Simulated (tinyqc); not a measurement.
# MOSFET in saturation, small-signal circuit and noise: effect of the temperature on speed and noise

Bias by the inversion coefficient IC = I/Ispec (charge-based model with velocity saturation; weak inversion below 0.1, strong above 10). Common-source circuit: gm, gds, Cgs, Cgd and Cj at the inner nodes, Rg in series with the gate; quasi-static, no source or drain resistance, no gate-body capacitance, no substrate network, no induced gate noise, so fmax is an upper estimate.

Ispec = 2 n mu Cox (W/L) Vt^2, lc = Ls/L, gms = [sqrt((lc IC + 1)^2 + 4 IC) - 1]/[2 + lc (lc IC + 1)], gm = gms Ispec/(n Vt), gds = sg gm. qs = [sqrt(1 + 4 IC) - 1]/2, Cgs = Cox W L qs (2 qs + 3)/(3 (qs + 1)^2) + Cov W, Cgd = Cov W, Cd = Cj W, Rg = Rsh (Wf/L)/(12 Nf) + Rc/W with Nf = W/Wf fingers (not rounded) contacted at both ends. fT = gm/(2 pi (Cgs + Cgd)), fmax = fT/(2 sqrt(Rg (gds + 2 pi fT Cgd))). Channel noise Sid = 4 kB T gam n gm with gam = (1/2 + (2/3) qs)/(1 + qs) + gw lc IC, qs = [sqrt(1 + 4 IC) - 1]/2, lc = Ls/L (the last term an empirical rise with velocity saturation); at the gate, white noise Sw = Sid/gm^2 + 4 kB T Rg. Number fluctuation with correlated mobility: S(f) = K/f, K = q^2 Vt lt Nt/(W L Cox^2) (1 + ac mu Cox I/gm)^2, Vt in eV with Nt per eV. Corner fc = K/Sw. IC is held fixed, and so are mu, n, Ls and Nt.

Parameters, values chosen for the exercise: gate length L = 130 nm; total gate width W = 5 um; gate capacitance Cox = 1.27 uF/cm^2; mobility mu = 220 cm^2/(V s); slope factor n = 1.35; velocity-saturation length Ls = 20 nm; ratio gds/gm sg = 0.045; overlap and fringe capacitance per side Cov = 0.29 fF/um; drain junction capacitance Cj = 0.7 fF/um; sheet resistance of the gate Rsh = 10 ohm; finger width Wf = 1 um; gate contact and vertical resistance Rc = 50 ohm um; inversion coefficient IC = 40; short-channel excess of the noise factor gw = 0.08; oxide trap density Nt = 6.8e16 cm^-3 eV^-1; tunnelling length into the oxide lt = 0.1 nm; Coulomb scattering coefficient ac = 3000 V s/C.

Constants: q = 1.602176634e-19 C, kB = 1.380649e-23 J/K, Vt = kB T/q. Results are converted to the units shown.

The same in every row: Rg (ohm) = 11.282.

Effect of the temperature on speed and noise:
```
T (K)  I (uA)  fT (GHz)  fmax (GHz)  sqrt(Sw) (nV/Hz^0.5)  fc (MHz)
100    86.183    16.197      177.78                3.2446    1.6173
150    193.91    24.295      217.73                3.2494    2.6213
200    344.73    32.394      251.41                3.2542    3.7649
250    538.64    40.492      281.09                3.2590    5.0548
300    775.65    48.591      307.92                3.2638    6.4979
350    1055.7    56.689      332.59                3.2686    8.1009
400    1378.9    64.788      355.55                3.2733    9.8704
```

As T goes from 100 to 400 K, fT rises from 16.2 to 64.8 GHz, fmax rises from 178 to 356 GHz, the white noise rises from 3.24 to 3.27 nV/Hz^0.5 and the corner rises from 1.62 to 9.87 MHz. At fixed IC and mobility the current goes as T^2 and gm as T, which is why fT rises; a real mobility would fall with T. In every row fmax exceeds 4 fT, where channel resistance and substrate losses, left out here, would cap it. For T = 100 to 150 K band tails and dopant freeze-out, left out here, change n and the noise.

tinyqc, about 0.01 s, one thread, Intel Xeon 2.30GHz (shared host): `OMP_NUM_THREADS=1 python tinyqc.py 2150140 2150141 out.jsonl`
